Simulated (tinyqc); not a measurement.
Inside a calculation. Model: charge-trap memory cell.

Computed by the program tinyqc: `OMP_NUM_THREADS=1 python tinyqc.py 2130075 2130076 out.jsonl`, one thread of a shared Intel Xeon 2.30GHz, about 0.07 s for the whole run. Printed values are rounded.

Channel, tunnel oxide, storage layer, blocking layer, gate. N electrons per area sit in a sheet at the centroid and shift the threshold by U = (q/eps0) N (tb/eb + xc tn/en). EOT = t1 + 3.9 (tn/en + tb/eb); tunnel field F = (Vg - U)/EOT; dN/dt = eta (J/q)(1 - N/Nm). Fowler-Nordheim: J = A F^2 exp(-B/F), A = q^2/(16 pi^2 hbar mo phi) (times 1e14 for A/cm^2 with F in V/nm, emitter mass m0), B = (4/3) sqrt(mo/C) phi^1.5, C = hbar^2/(2 m0).

Inputs (values chosen for the exercise); oxide values close to those of silicon dioxide, storage layer close to silicon nitride, blocking layer close to aluminium oxide:
- phi = 3.05 eV (tunnel barrier)
- mo = 0.42 m0 (tunnelling mass)
- t1 = 4.6 nm (tunnel oxide (permittivity 3.9))
- tn = 4.7 nm (storage layer)
- en = 7.5 (its relative permittivity)
- tb = 11.9 nm (blocking layer)
- eb = 9 (its relative permittivity)
- xc = 0.47 (charge centroid, share of tn counted from the blocking side)
- eta = 0.64 (capture efficiency of an empty layer)
- Nm = 8.8e12 cm^-2 (trap density)
- Vg = 15.2 V (gate voltage less flat band and surface potential)
- d0 = 3.9e-8 s (first time step)
- gr = 1.8 (growth of the step)
- n = 8 (steps)

Constants: q = 1.602176634e-19 C, hbar = 1.054571817e-34 J s, m0 = 9.1093837015e-31 kg, eps0 = 8.8541878128e-14 F/cm where lengths are in cm, hbar^2/(2 m0) = 0.0380998212 eV nm^2. Results are converted to the units shown.

Range of the model: The Fowler-Nordheim form needs F t1 above phi; trap-assisted paths and leakage through the blocking layer are left out.

## Constants of the stack

EOT, the shift for 1e12 electrons per cm^2, the shift with all traps full, and the starting field, current and rate.

EOT = 12.2007 nm
shift for 1e12 cm^-2 = 0.292554 V
shift with all traps full = 2.57448 V
F(0) = 1.24583 V/nm
J(0) = 1.12517 A/cm^2
dN/dt at the start = 4.49456e18 cm^-2 s^-1

## Midpoint steps of growing length

N(half) = N + (d/2) r(N), N(new) = N + d r(N(half)), r = dN/dt; the step starts at d0 and is multiplied by gr each time. Field in the blocking layer (3.9 F + q N/eps0)/eb.

| step | t (s) | N (cm^-2) | U (V) | F (V/nm) | blocking field (V/nm) |
|---|---|---|---|---|---|
| 0 | 0 | 0 | 0.00000 | 1.24583 | 0.539861 |
| 1 | 3.9e-8 | 1.67513e11 | 0.04901 | 1.24182 | 0.541489 |
| 2 | 1.092e-7 | 4.35691e11 | 0.12746 | 1.23539 | 0.544094 |
| 3 | 2.35560e-7 | 8.36690e11 | 0.24478 | 1.22577 | 0.547990 |
| 4 | 4.63008e-7 | 1.38574e12 | 0.40540 | 1.21261 | 0.553324 |
| 5 | 8.72414e-7 | 2.06826e12 | 0.60508 | 1.19624 | 0.559954 |
| 6 | 1.60935e-6 | 2.84469e12 | 0.83223 | 1.17762 | 0.567497 |
| 7 | 2.93582e-6 | 3.66845e12 | 1.07322 | 1.15787 | 0.575500 |
| 8 | 5.32348e-6 | 4.49944e12 | 1.31633 | 1.13794 | 0.583573 |

A converged integration gives U = 1.361 V at the last time; the steps are 3.3 % below that. The tunnel field falls by 8.66 % while the blocking field rises by 8.10 %.
